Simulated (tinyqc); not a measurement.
What each parameter does: three-band tight binding of a dichalcogenide monolayer.

Basis dz2, dxy, dx2-y2 on a triangular lattice, nearest neighbours; alpha = kx a/2, beta = sqrt3 ky a/2. h0 = e1 + 2 t0 (cos 2alpha + 2 cos alpha cos beta); h1 = -2 sqrt3 t2 sin alpha sin beta + 2i t1 (sin 2alpha + sin alpha cos beta); h2 = 2 t2 (cos 2alpha - cos alpha cos beta) + 2i sqrt3 t1 cos alpha sin beta; h11 = e2 + 2 t11 cos 2alpha + (t11 + 3 t22) cos alpha cos beta; h22 = e2 + 2 t22 cos 2alpha + (3 t11 + t22) cos alpha cos beta; h12 = sqrt3 (t22 - t11) sin alpha sin beta + 4i t12 sin alpha (cos alpha - cos beta) + i lam sz. H = [[h0, h1, h2], [., h11, h12], [., ., h22]], Hermitian; the lowest band of each spin is filled. K = (4 pi/3a, 0), M = (pi/a, pi/(sqrt3 a)).

Constants: hbar^2/2m0 = 3.80998211 eV angstrom^2.

Parameters, chosen for this exercise (near a published set for monolayer MoTe2; shifted at random, so the results belong to these values and not to a real crystal): a = 3.562 angstrom (lattice constant); e1 = 0.603 eV (level of dz2); e2 = 1.961 eV (level of dxy and dx2-y2); t0 = -0.169 eV (hopping); t1 = 0.227 eV (hopping); t2 = 0.394 eV (hopping); t11 = 0.204 eV (hopping); t12 = 0.242 eV (hopping); t22 = 0.248 eV (hopping); lam = 0.105 eV (spin-orbit constant).

Spin up: gap at K, Ev(K) - Ev(Gamma), and masses at K by central differences along kx with step 0.002 1/angstrom, c = hbar^2/2m0.

One parameter was then changed.

Results before and after:
```
case,gap at K (eV),K - Gamma (eV),m_c (m0),m_v (m0)
base,0.9795,0.5415,0.464,0.642
changed,1.0095,0.5115,0.488,0.684
```

Which of these changes was made? (a) t0 = -0.199 eV; (b) e2 = 1.931 eV; (c) t12 = 0.272 eV; (d) t11 = 0.174 eV; (e) t1 = 0.257 eV; (f) t2 = 0.364 eV.

Answer: (b) e2 = 1.931 eV. Of the candidates, run in turn, only this one gives the changed row.

All candidates:
```
case,gap at K (eV),K - Gamma (eV),m_c (m0),m_v (m0)
base,0.9795,0.5415,0.464,0.642
t11 = 0.174 eV,0.9345,0.5865,0.430,0.570
t1 = 0.257 eV,0.9795,0.5415,0.410,0.565
t0 = -0.199 eV,1.0695,0.7215,0.565,0.775
t12 = 0.272 eV,1.1354,0.3856,0.561,1.008
t2 = 0.364 eV,0.9795,0.5415,0.518,0.829
e2 = 1.931 eV,1.0095,0.5115,0.488,0.684
```

t1 and t2 couple dz2 to the other orbitals and vanish at K and Gamma, so only the masses feel them.

(tinyqc, `OMP_NUM_THREADS=1 python tinyqc.py 1451371 1451372 out.jsonl`, Intel(R) Xeon(R) Processor @ 2.30GHz, 1 thread, shared host, about 0.02 s.)
